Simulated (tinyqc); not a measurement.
Sweep of alpha: linear model of a band gap against the share of exact exchange.

E(alpha) = E0 + S alpha. A wider gap screens less, modelled in the Penn form eps(alpha) = 1 + (e0 - 1)(EP/(EP + S alpha))^2 with a scale EP chosen for the exercise. A dielectric-dependent hybrid takes alpha = 1/eps.

Values chosen for the exercise (of the order of those of GaAs; not measured data):
- E0 = 0.53 eV (gap of the semi-local functional)
- S = 5.67 eV (slope dE/d(alpha))
- e0 = 11.45 (optical dielectric constant at alpha = 0)
- EP = 9.9 eV (energy scale of the screening)
- Et = 1.5 eV (target gap)

Also the exciton scale relative to alpha = 0, (m/m(0))(eps(0)/eps)^2, with a mass proportional to E + D, D = E0/2 + 0.3 eV, a k.p rule for direct gaps only.

Results:
```
alpha  E (eV)     eps  alpha eps  exciton scale
0.00    0.530  11.450      0.000           1.00
0.05    0.814  10.876      0.544           1.40
0.10    1.097  10.349      1.035           1.86
0.15    1.381   9.862      1.479           2.39
0.20    1.664   9.412      1.882           3.01
0.25    1.948   8.996      2.249           3.72
0.35    2.514   8.251      2.888           5.42
0.50    3.365   7.315      3.658           8.79
```

What does the comparison show, and why?

alpha eps reaches 1 between alpha = 0.05 and 0.1 (fixed point 0.096), and the target gap is met between 0.15 and 0.2. At the fixed point the gap is 1.08 eV, -0.42 eV from the target. From 0 to 0.25 the gap grows by 1.42 eV while eps falls by 21 %; the exciton scale, which takes both, grows by a factor of 3.72.

tinyqc: `OMP_NUM_THREADS=1 python tinyqc.py 1880013 1880014 out.jsonl`; about 0.01 s, one thread, shared Intel(R) Xeon(R) Processor @ 2.30GHz.
